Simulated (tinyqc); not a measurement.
Compensation sets the slope of the freeze-out: donors with valley-orbit split 1s states.

Each donor binds at most one electron, in any of its states. For a site s, W_s = sum over its states of g exp(E/kT), and the ionised share is 1/(1 + W_s exp(eta)), eta = (EF - Ec)/kT; n = Nc F_1/2(eta); neutrality n + NA = ND x (mean ionised share); holes are neglected. Nc from N = 2 (m kB T/(4 pi c))^(3/2) with c = hbar^2/2m0, in 1/angstrom^3; times 1e24 for 1/cm^3, m = md. F_j(eta) = (1/Gamma(j + 1)) integral_0^infinity x^j dx/(1 + exp(x - eta)), which tends to exp(eta) for eta << 0.

Constants: hbar^2/2m0 = 3.80998211 eV angstrom^2; kB = 8.617333262e-05 eV/K.

Values chosen for the exercise (near those of As in Si; not measured data): md = 1.07 m0 (density-of-states mass of the conduction band); E = (53.3, 32.3, 30.4) meV (binding energies of 1s(A1), 1s(T2), 1s(E)); g = (2, 6, 4) (their degeneracies with spin); ND = 4.8e+16 1/cm^3 (donors).

NA = K ND. The slope energy is -d ln(n T^(-p))/d(1/kT) between 30 and 36 K, with p = 3/4 for K = 0 and p = 3/2 otherwise.

Results:

| K | n(30 K) (1/cm^3) | n(36 K) (1/cm^3) | slope energy (meV) |
|---|---|---|---|
| 0 | 4.84e+12 | 3.09e+13 | 26.62 |
| 0.0010 | 4.82e+11 | 1.51e+13 | 49.16 |
| 0.010 | 4.83e+10 | 1.96e+12 | 53.18 |
| 0.050 | 9.27e+09 | 3.77e+11 | 53.24 |
| 0.20 | 1.95e+09 | 7.94e+10 | 53.25 |
| 0.50 | 4.88e+08 | 1.98e+10 | 53.25 |

Without acceptors the slope is 26.62 meV, against half the ground-state energy, 26.65; with K = 0.05 it is 53.24 meV, against the full 53.3. The full energy (less a few meV where excited levels lie within a few kT) shows where n is far below NA, since the acceptors then hold EF near the donor level: n(36 K)/NA is 0.31 for K = 0.001 and 0.00016 for K = 0.05; where it is not small, the slope falls short of the full energy.

tinyqc: `OMP_NUM_THREADS=1 python tinyqc.py 1680613 1680614 out.jsonl`; about 0.01 s, one thread, shared Intel(R) Xeon(R) Processor @ 2.30GHz.
